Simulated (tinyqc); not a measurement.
Starting guesses with DIIS over 6 matrices: SCF starting guesses in the sto-3g basis, for BeH2, spin multiplicity 1. Computed by the program tinyqc with PySCF. RHF with one setting changed at a time; a run stops when the energy changes by less than 1e-09 hartree and the error matrix is below 1e-5. Starts: the lowest orbitals of the core Hamiltonian, of the Wolfsberg-Helmholz matrix (K = 1.75), projected atomic densities, random orbitals, and the highest orbitals of the core Hamiltonian (a deliberately bad start).

Geometry (angstrom):
```
atom       x        y       z
Be    0.0000   0.0000  0.0000
H     0.0000   1.2690  0.0000
H     0.0000  -1.2690  0.0000
```

lowest restricted solution found by these runs and by PySCF = -15.560950 hartree

Largest element of the error matrix X^T (FDS - SDF) X:
```
iteration     core  Wolfsberg-Helmholz  atomic densities   random  highest core orbitals
1          5.3e-01             1.2e-01           4.5e-01  1.5e+00                1.1e-01
2          5.9e-02             1.2e-02           9.6e-02  2.1e-01                3.8e-01
3          1.3e-03             8.8e-04           1.5e-02  3.4e-01                4.1e-01
4          2.2e-04             6.9e-06           4.7e-04  1.8e-01                2.9e-01
5          9.0e-06             2.5e-07           5.9e-06  9.3e-03                2.1e-01
6          4.5e-09                   -           7.9e-07  2.3e-03                1.5e-01
8                -                   -                 -  3.7e-05                2.0e-01
10               -                   -                 -  1.3e-06                1.9e-02
```

How each run ends:
```
run                    iterations  E (hartree)         state
core                            6    -15.56095  lowest found
Wolfsberg-Helmholz              5    -15.56095  lowest found
atomic densities                6    -15.56095  lowest found
random                         10    -15.56095  lowest found
highest core orbitals          13    -15.56095  lowest found
```

What does the comparison show, and why?

5 of 5 runs reach the lowest restricted solution found, in 5 to 13 iterations (fastest: Wolfsberg-Helmholz). The first errors are 5e-01, 1e-01, 5e-01, 2e+00, 1e-01; the deliberately bad start has the smallest one, so a small first error does not mark a good start.
